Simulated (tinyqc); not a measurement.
Read current of a NAND string, cells in series solved by shooting: one step of the calculation.

Cells in series, numbered from 0 at the source line (0 V) to the bit line, each followed by a gap resistance Rg. A cell with gate Vg, threshold VT, source Vs and drain Vd passes I = 2 nf K Vt^2 [F(Vs) - F(Vd)]/(1 + th max(Vg - VT, 0)), F(V) = ln^2(1 + exp((Vg - VT - nf V)/(2 nf Vt))). The selected cell has Vg = Vr, the others Vg = Vp.

Question. Node voltages for a trial current. For a trial current I start at 0 V and, cell by cell (the selected one is cell 2), solve for the drain: sqrt(F(Vd)) = sqrt(F(Vs) - I/k), k = 2 nf K Vt^2/(1 + th max(Vg - VT, 0)), Vd = [Vg - VT - 2 nf Vt ln(exp(sqrt F) - 1)]/nf, then add I Rg.

Values chosen for this exercise; values of the order met in vertical NAND strings: temperature T = 358 K; gain factor of a cell K = 10 uA/V^2; slope factor nf = 2.2; mobility reduction factor th = 0.08 1/V; resistance of the gap between cells Rg = 3 kohm; bit-line voltage Vbl = 0.3 V; pass voltage Vp = 6.9 V; read voltage on the selected word line Vr = 4.23 V.

Constants: q = 1.602176634e-19 C, kB = 1.380649e-23 J/K, Vt = kB T/q. Results are converted to the units shown.

first trial current = 0.98 uA
thresholds from the source end, cell 0 to 3 (V): [3, 3, 2.7, 3]

Find: node voltage after each cell and gap, trial 1.

Answer.

node voltage after each cell and gap, trial 1, cell 0 to 3 (V): [0.03622, 0.07315, 0.1624, 0.2021]

Computed by the program tinyqc: `OMP_NUM_THREADS=1 python tinyqc.py 2142224 2142225 out.jsonl`, one thread of a shared Intel Xeon 2.30GHz, about 0.4 s for the whole run.
